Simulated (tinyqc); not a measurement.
Strain and the order of the valence edges: six-band k.p model of the valence band of a wurtzite crystal.

At k = 0: E1 = D1c + D2c + Te + Le (pure HH); E2, E3 = Le + u +/- sqrt(u^2 + 2 D3c^2), u = (D1c - D2c + Te)/2, D1c = Dcr, D2c = D3c = Dso/3. The weight of LH in state 2 is fL = (E2 - Le)^2/((E2 - Le)^2 + 2 D3c^2). Relative strengths of transitions to the conduction band: for E perpendicular to c (TE) 1/2, fL/2, (1 - fL)/2; for E along c (TM) 0, 1 - fL, fL, with one momentum element for both directions.

Strain of a c-plane layer: exx = eyy = e_par, ezz = -2 (C13/C33) e_par; Le = D1 ezz + D2 (exx + eyy), Te = D3 ezz + D4 (exx + eyy).

Conduction edge: Ec = (top of the unstrained valence band) + Eg + (a1 + D1) ezz + (a2 + D2)(exx + eyy).
Constants: kB = 8.617333262e-05 eV/K.

Parameters, chosen for this exercise (near those of GaN; the results hold for these values, not for the real material): Dcr = 0.0142 eV (crystal-field splitting); Dso = 0.0163 eV (spin-orbit splitting); Eg = 3.516 eV (direct gap at Gamma from the top of the unstrained valence band); a1 = -4.96 eV (gap potential along c); a2 = -10.77 eV (gap potential in the plane); D1 = -3.61 eV; D2 = 4.6 eV; D3 = 8.14 eV; D4 = -4.05 eV; C13 = 107 GPa; C33 = 402 GPa; T = 300 K (temperature).

Edges from the unstrained top. Degree of polarisation (TE - TM)/(TE + TM), each state weighted by exp(E/kT) alone (equal densities of states).

Results:

| e_par (%) | E1 (meV) | E2 (meV) | E3 (meV) | fL | lowest transition (eV) | polarisation |
|---|---|---|---|---|---|---|
| -2.00 | 26.2 | 15.6 | -242.3 | 0.999 | 3.6453 | 0.999 |
| -1.50 | 19.7 | 9.1 | -186.8 | 0.998 | 3.6130 | 0.997 |
| -1.00 | 13.1 | 2.7 | -131.3 | 0.997 | 3.5807 | 0.986 |
| -0.50 | 6.6 | -3.5 | -76.1 | 0.989 | 3.5483 | 0.891 |
| 0.00 | 0.0 | -6.4 | -24.1 | 0.748 | 3.5160 | 0.263 |
| 0.50 | -6.6 | 37.1 | -18.5 | 0.020 | 3.4401 | -0.721 |
| 1.50 | -19.7 | 147.5 | -30.9 | 0.002 | 3.2518 | -0.996 |
| 2.00 | -26.2 | 203.0 | -37.3 | 0.001 | 3.1574 | -0.999 |

Give the missing row, e_par (%) = 1.00.

Computed row:
```
e_par (%)  E1 (meV)  E2 (meV)  E3 (meV)     fL  lowest transition (eV)  polarisation
1.00          -13.1      92.1     -24.5  0.004                  3.3461        -0.968
```

E1 = E2 requires Dcr + Te = 0, which here falls at e_par = 0.11 %, inside the sweep: state 1 is on top for smaller e_par and state 2 beyond. The polarisation goes from +1.00 to -1.00 and changes sign between 0.00 and 0.50 %; the lowest transition moves by -122 meV per 1 % on average.

(tinyqc, `OMP_NUM_THREADS=1 python tinyqc.py 1081011 1081012 out.jsonl`, Intel(R) Xeon(R) Processor @ 2.30GHz, 1 thread, shared host, about 0.01 s.)
